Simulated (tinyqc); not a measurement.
On-chip interconnect, size-dependent resistivity and RC delay: one step of the calculation.

A rectangular line between two neighbours and two ground planes. Surface and grain-boundary scattering are added to the bulk resistivity as corrections; capacitances are parallel-plate values without fringing; inductance is ignored.

Problem. Resistivity, resistance and capacitance per length. Metal width x = wd - 2 tl, height y = AR wd - tl; grain boundaries (Mayadas-Shatzkes): al = (lam/(gr x)) Rg/(1 - Rg), g = 1/[1 - 3 al/2 + 3 al^2 - 3 al^3 ln(1 + 1/al)] - 1; surfaces (Fuchs-Sondheimer, thick limit): s = (3/8) lam (1 - ps)(1/x + 1/y); rho = rho0 (1 + g + s); r = rho/(x y); c = eps0 ek (2 wd/hd + 2 Mf AR wd/sp).

Inputs (values chosen for the exercise); metal values close to those of copper:
- rho0 = 1.68 uohm cm (bulk resistivity)
- lam = 41 nm (bulk mean free path)
- ps = 0.3 (specular share of surface scattering)
- Rg = 0.37 (reflection coefficient of grain boundaries)
- gr = 1.5 (grain size over the metal width)
- wd = 13 nm (drawn line width)
- AR = 1.3 (aspect ratio, height over width)
- tl = 1.2 nm (liner on both walls and the bottom, not conducting)
- sp = 13 nm (space to the neighbouring lines)
- hd = 16 nm (dielectric height to the planes above and below)
- ek = 2.5 (relative permittivity of the dielectric)
- Mf = 2 (Miller factor of the neighbours)

Constants: eps0 = 8.8541878128e-12 F/m. Results are converted to the units shown.

Wanted: x; y; al; g; s; rho; r; c.

Solution.

x = 10.600 nm
y = 15.700 nm
al = 1.5144
g = 2.0691
s = 1.7008
rho = 8.0136 uohm cm
r = 481.53 ohm/um
c = 0.15107 fF/um

Range of the model: The metal width is under the mean free path, where the thick-limit surface term and the simple sum of corrections lose accuracy.

Numbers from tinyqc (`OMP_NUM_THREADS=1 python tinyqc.py 2100027 2100028 out.jsonl`; about 0.01 s on one thread of a shared Intel Xeon 2.30GHz).
